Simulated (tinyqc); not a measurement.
On-chip power grid, static voltage drop by conjugate gradients: one step of the calculation.

A grid of 4 rows and 3 columns, node k = 3 row + column. Neighbours in a row are joined by Rx, in a column by Ry; pad nodes, which reach the supply through Rp: 0. Each node draws I0, node 8 draws kh I0. The drops u = Vdd - V solve G u = i, with G the conductance matrix (1/Rp added on the diagonal at pad nodes).

Problem. Diagonal of G, loads and first direction. G_kk = sum of the conductances at node k. Start u = 0, so the residual is r = i; p = r.

Parameters, values chosen for the exercise: resistance of a horizontal segment Rx = 0.29 ohm; resistance of a vertical segment Ry = 0.48 ohm; resistance from a pad node to the supply Rp = 0.11 ohm; load current of an ordinary node I0 = 1 mA; factor on the load at the hot node kh = 8.

Find: G_kk; r at the start; p at the start.

Solution.

G_kk (S):
```
        col 0   col 1   col 2
row 0  14.623  8.9799  5.5316
row 1  7.6149  11.063  7.6149
row 2  7.6149  11.063  7.6149
row 3  5.5316  8.9799  5.5316
```

r at the start (mA):
```
        col 0   col 1   col 2
row 0  1.0000  1.0000  1.0000
row 1  1.0000  1.0000  1.0000
row 2  1.0000  1.0000  8.0000
row 3  1.0000  1.0000  1.0000
```

p at the start (mA):
```
        col 0   col 1   col 2
row 0  1.0000  1.0000  1.0000
row 1  1.0000  1.0000  1.0000
row 2  1.0000  1.0000  8.0000
row 3  1.0000  1.0000  1.0000
```

Numbers from tinyqc (`OMP_NUM_THREADS=1 python tinyqc.py 2770201 2770202 out.jsonl`; about 0.3 s on one thread of a shared Intel Xeon 2.30GHz).
